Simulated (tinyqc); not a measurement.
Inside a calculation. Model: effective-mass impurity with a central-cell term, in a basis of Slater functions. Computed by tinyqc, a small Python program that keeps every step. Command: `OMP_NUM_THREADS=1 python tinyqc.py 3028058 3028059 out.jsonl centralcell walk`. One thread of a shared host (Intel(R) Xeon(R) Processor @ 2.30GHz), about 0.01 s of CPU time with the checks. Intermediate numbers are printed to about 5 digits and carried at full precision; extremes and crossings named in words are read from the listed rows.

The envelope obeys H = -nabla^2 - (2/r) [Z + A exp(-kappa r)] in effective units, with kappa = a*/lambda; positive A deepens the well near the core.

Inputs (values chosen for the exercise, with mass and screening modelled on GaP):
```
quantity                   value      unit
effective mass m           0.507       m_0
dielectric constant eps       11         -
charge Z of the core           1         -
central-cell strength A      3.9         -
central-cell range lambda    1.6  angstrom
basis size n                   2         -
smallest exponent zeta_1    0.42      1/a*
ratio beta of exponents        2         -
```

Impurity: donor, one isotropic band.

Constants: Ry = 13.605693123 eV; a_0 = 0.529177210903 angstrom.

## Effective units

Units: Ry* = Ry m/eps^2 and a* = a_0 eps/m, with m in m_0. kappa = a*/lambda; the hydrogenic ground state is bound by Z^2 Ry*.

Ry* = 57.009 meV

a* = 11.481 angstrom

kappa = 7.1757 1/a*

hydrogenic binding energy = 57.009 meV

## Matrices over the s basis

zeta_i = zeta_1 beta^(i-1), i = 1..n. For s functions exp(-zeta r), with s = zeta_i + zeta_j: S = 2/s^3, T = zeta_i zeta_j S, V = -2 Z/s^2, W = -2 A/(s + kappa)^2; each function is normalised by dividing by sqrt(S_ii S_jj).

exponents (1/a*): 0.42  0.84

overlap S:
```
        1       2
1  1.0000  0.8381
2  0.8381  1.0000
```

kinetic T (Ry*):
```
         1        2
1   0.1764  0.29566
2  0.29566   0.7056
```

Coulomb V (Ry*):
```
         1        2
1    -0.84  -1.0559
2  -1.0559    -1.68
```

central cell W (Ry*):
```
           1          2
1  -0.035976  -0.091876
2  -0.091876   -0.23580
```

## Generalised eigenproblem

(T + V + W) c = E S c with c^T S c = 1 and the largest component positive.

two lowest levels (Ry*): -1.3081  -0.3093

coefficients of the lowest state: -0.5739  1.4307

<T> = 1.0168 Ry*

<W> = -0.34362 Ry*

## Converged levels

Large basis: zeta_i = 0.06 x 1.6^(i-1), i = 1..22, same formulas; for p functions r exp(-zeta r): S = 24/s^5, T = zeta_i zeta_j S (centrifugal term included), V = -12 Z/s^4, W = -12 A/(s + kappa)^4; overlap eigenvalues below 1e-11 are dropped. Binding energies are -E Ry*; the effective quantum number is nu = Z/sqrt(-E); |psi(0)|^2 is given relative to the hydrogenic Z^3/(pi a*^3).

1s binding energy = 132.16 meV

2s binding energy = 20.057 meV

2p binding energy = 14.279 meV

effective quantum number of 1s = 0.65677

relative |psi(0)|^2 = 26.459

The central cell moves 1s by +75.155 meV, 2s by +5.805 meV and 2p by +0.0267 meV: p states vanish at the core, so the 2p level gives the hydrogenic scale and 1s the chemical shift. The small basis lies 58 meV above the converged 1s level. Caution: the density at the core is many times hydrogenic, so the result hangs on the model potential inside one cell, where the envelope picture is weak.

## Chemical shift by three methods

First order: shift = 8 A Z^3/(2 Z + kappa)^2 Ry*. One exponent: minimise zeta^2 - 2 Z zeta - 8 A zeta^3/(2 zeta + kappa)^2 by golden section on 0.2 to 6 Z. All shifts are the binding beyond Z^2 Ry*.

Shift of the 1s binding energy (meV):
```
A       first order  one exponent  large basis
-3.900      -21.126        -13.41       -11.32
-1.950      -10.563         -8.16        -7.38
0.390         2.113          2.25         2.31
0.975         5.281          6.25         6.67
1.950        10.563         15.46        17.75
3.900        21.126         59.78        75.16
4.880        26.435        119.91       145.29
```

The three columns are ordered, first order <= one exponent <= large basis, since each is a variational bound with more freedom. At the largest attractive A first order gives 18 % and one exponent 83 % of the shift; at the most repulsive A the true shift is -11.319 meV against -21.126. Attraction pulls the envelope in and feeds itself, repulsion pushes it out and saturates.

## Convergence with the basis

The error is the lowest level above the large-basis value.

Error of the 1s level:
```
n  error (meV)  largest exponent (1/a*)
1   9.2282e+01                     0.42
2   5.7589e+01                     0.84
3   2.3925e+01                     1.68
4   5.4580e+00                     3.36
5   1.3200e-01                     6.72
6   1.1211e-03                    13.44
7   4.9724e-04                    26.88
8   3.5075e-04                    53.76
```

The error falls from 92.3 to 3.51e-4 meV. It is still falling at n = 8.

Checks made by the program: the large basis at A = 0 against Z^2, Z^2/4 and Z^2/4 (relative difference 5e-06).
